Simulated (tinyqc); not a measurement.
From results back to parameters: conduction-band anticrossing with a localised impurity level. Three cases, with inputs chosen for the exercise.

Problem. A host edge EM and a flat level EI are coupled by V = C sqrt(x), H = [[EM, V], [V, EI]]. EM and both levels are given.

Case 1.

Values chosen (out of a larger set: host near GaAs; not measured data): x = 0.0033 (impurity fraction).
EM = 1.515918 eV

E-, E+ (eV): 1.448777  1.915141

Case 2.

Values chosen (out of a larger set: host near GaAs; not measured data): x = 0.0038 (impurity fraction).
EM = 1.506046 eV

E-, E+ (eV): 1.436111  1.842935

Case 3.

Values chosen (out of a larger set: host near InP; not measured data): x = 0.0034 (impurity fraction).
EM = 1.440606 eV

E-, E+ (eV): 1.367904  1.744702

Find: EI; V; C; host weight of E-.

Solution. The trace gives EI = E+ + E- - EM; V^2 = (EM - E-)(E+ - EM); the host weight of E- is (EI - E-)/(E+ - E-).

Case 1.

EI = 1.848 eV
V = 0.1637 eV
C = 2.85 eV
host weight of E- = 0.856

Case 2.

EI = 1.773 eV
V = 0.1535 eV
C = 2.49 eV
host weight of E- = 0.828

Case 3.

EI = 1.672 eV
V = 0.1487 eV
C = 2.55 eV
host weight of E- = 0.807

Computed by tinyqc, one run a case: `OMP_NUM_THREADS=1 python tinyqc.py N N+1 out.jsonl` with N = 1051554, 1051574, 1051582; one thread of a shared Intel(R) Xeon(R) Processor @ 2.30GHz, about 0.01 s a run at most.
